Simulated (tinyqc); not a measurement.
The lens: binary melting diagram from solution models of liquid and solid. Computed by tinyqc, a small Python program. Command: `OMP_NUM_THREADS=1 python tinyqc.py 3001544 3001545 out.jsonl melt walk`. One thread of a shared host (Intel(R) Xeon(R) Processor @ 2.30GHz), about 0.01 s of CPU time with the checks.

x is the fraction of B. In a phase with interaction L: mu_A = G_A + R T ln(1 - x) + L x^2, mu_B = G_B + R T ln x + L (1 - x)^2. Melting: G(liquid) - G(solid) = H (1 - T/T_m) for each pure component.

Inputs (values chosen for the exercise, for a model alloy):
```
quantity,value,unit
melting point T_A,1620,K
melting point T_B,1325,K
heat of melting H_A,17.3,kJ/mol
heat of melting H_B,15.2,kJ/mol
liquid interaction L_L,1.4,kJ/mol
solid interaction L_S,0.21,kJ/mol
```

Diagram: complete solid solution (lens).

Constants: R = 8.314462618 J/(mol K).

Method. Equal potentials: F_A = dG_A + R T ln[(1 - xl)/(1 - xs)] + L_L xl^2 - L_S xs^2 = 0, F_B = dG_B + R T ln(xl/xs) + L_L (1 - xl)^2 - L_S (1 - xs)^2 = 0. Newton steps from the ideal values with the exact Jacobian, halved if x would leave (0, 1); stop below 1e-12, residuals under 1e-7 shown as 0.

Liquidus and solidus:
```
T (K),xl,xs,ideal xl,ideal xs
1605,0.07668,0.06501,0.05343,0.04200
1561,0.27819,0.23663,0.20899,0.16964
1517,0.45251,0.39044,0.36253,0.30444
1472,0.60857,0.53764,0.51713,0.45057
1428,0.74295,0.67658,0.66554,0.60250
1384,0.86178,0.81393,0.81084,0.76452
1340,0.96697,0.95224,0.95258,0.93798
```

What follows from these numbers?

The lens is widest among these rows at 1472 K (0.071 in x, ideal 0.067). L_L - L_S = +1.2 kJ/mol, relative to the mixed solid, penalises the mixed liquid, and the liquidus lies above the ideal one in every row.
